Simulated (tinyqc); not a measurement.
# Metal-interlayer-semiconductor contact, depinning against tunnelling resistance, step by step

Program tinyqc, `OMP_NUM_THREADS=1 python tinyqc.py 2270003 2270004 out.jsonl`; Intel Xeon 2.30GHz, shared host, one thread, about 0.03 s. Printed values are rounded.

Zero bias, n-type semiconductor. Gap states at the semiconductor surface thin out as exp(-be ti), which unpins the barrier; electrons must then cross the interlayer (a rectangular barrier, no voltage drop across it) and the parabolic depleted layer, both by WKB. Energies E are counted from the Fermi level; no image force, parabolic bands.

Parameters, values chosen for the exercise; semiconductor values close to those of germanium; interlayer mass of the order of that in strontium titanate, offset chosen freely:
- T = 300 K (temperature)
- Eg = 0.638 eV (band gap)
- eps_r = 15.5 (relative permittivity)
- chi = 4.01 eV (electron affinity)
- Nc = 1.04e19 cm^-3 (conduction-band density of states at T)
- mt = 0.12 m0 (tunnelling mass in the semiconductor)
- mA = 1.08 m0 (Richardson mass)
- Nd = 3.5e19 cm^-3 (donor density)
- E0 = 0.088 eV (charge-neutrality level above the valence band)
- S0 = 0.05 (pinning factor without interlayer)
- phiM = 4.07 eV (metal work function)
- ti = 0.3 nm (interlayer thickness)
- dE = 0.18 eV (conduction-band offset of the interlayer above the semiconductor)
- mi = 0.61 m0 (tunnelling mass in the interlayer)
- be = 5.2 1/nm (decay constant of gap states through the interlayer)

Constants: q = 1.602176634e-19 C, kB = 1.380649e-23 J/K, eps0 = 8.8541878128e-12 F/m, hbar = 1.054571817e-34 J s, h = 6.62607015e-34 J s, m0 = 9.1093837015e-31 kg, Vt = kB T/q, hbar^2/(2 m0) = 0.0380998212 eV nm^2. Results are converted to the units shown.

## Pinning, barrier and scales

S = 1/(1 + (1/S0 - 1) exp(-be ti)); phiB = S (phiM - chi) + (1 - S)(Eg - E0); xi = Ec - EF deep inside, from Nd = Nc F(-xi/Vt), F(x) = (2/sqrt(pi)) int_0^infinity sqrt(u) du/(1 + exp(u - x)); band bending U = phiB - xi; E00 = (hbar/2) sqrt(Nd/(eps0 eps_r mt m0)) in volts; A = 4 pi q mA m0 kB^2/h^3.

S = 0.200297
phiB = 0.451854 eV
xi = -0.0608156 eV
U = 0.512670 eV
E00 = 0.0805387 eV
A = 129.787 A/(cm^2 K^2)

The interlayer moves the barrier from 0.525 eV to 0.452 eV; the unpinned limit is phiM - chi = 0.0600 eV. E00/Vt = 3.12: by the usual rule of thumb (0.5 to 5) thermionic-field emission.

## Exponents and integrand on an energy grid

| point | E (eV) |
|---|---|
| 0 | -0.06 |
| 1 | -0.025 |
| 2 | 0.01 |
| 3 | 0.045 |
| 4 | 0.08 |
| 5 | 0.115 |
| 6 | 0.15 |
| 7 | 0.185 |
| 8 | 0.22 |
| 9 | 0.255 |
| 10 | 0.29 |
| 11 | 0.325 |
| 12 | 0.36 |

With U = phiB - xi: for xi < E < phiB, y = (E - xi)/U and G1 = (U/E00) [sqrt(1 - y) - y ln((1 + sqrt(1 - y))/sqrt(y))], G1 = 0 above phiB; G2 = 2 ti sqrt(mi max(phiB + dE - E, 0)/C), C = hbar^2/(2 m0); f = 1/(1 + exp(E/Vt)); integrand exp(-G1 - G2) f.

| point | G1 | G2 | f | integrand (1e-4) |
|---|---|---|---|---|
| 0 | 6.32080 | 1.99693 | 0.910594 | 2.22321 |
| 1 | 5.24714 | 1.94576 | 0.724530 | 5.44778 |
| 2 | 4.46186 | 1.89321 | 0.404484 | 7.02957 |
| 3 | 3.79713 | 1.83916 | 0.149227 | 5.32154 |
| 4 | 3.21445 | 1.78347 | 0.0433331 | 2.92582 |
| 5 | 2.69577 | 1.72599 | 0.0115620 | 1.38895 |
| 6 | 2.23075 | 1.66653 | 0.00301163 | 0.61127 |
| 7 | 1.81293 | 1.60486 | 7.79468e-4 | 0.25555 |
| 8 | 1.43811 | 1.54073 | 2.01407e-4 | 0.10242 |
| 9 | 1.10366 | 1.47381 | 5.20195e-5 | 0.03952 |
| 10 | 0.80817 | 1.40370 | 1.34341e-5 | 0.01471 |
| 11 | 0.55137 | 1.32991 | 3.46928e-6 | 0.00529 |
| 12 | 0.33435 | 1.25177 | 8.95913e-7 | 0.00183 |

## Contact resistivity

1/rho_c = (A T^2/Vt^2) I, with I the trapezoid sum of the integrand over the grid.

I = 8.48923e-5 eV
rho_c = 6.7398e-7 ohm cm^2

A fine grid from xi upwards gives rho_c = 6.652e-7 ohm cm^2; the coarse value is 1.3 % above it. The integrand peaks at E = 0.0077 eV, and under 0.001 % of the current flows above phiB. Tunnelling through the interlayer costs a factor of 6.48 at this barrier height; the bare contact (ti = 0) has rho_c = 2.38e-7 ohm cm^2, so with the interlayer rho_c is 2.80 times that.
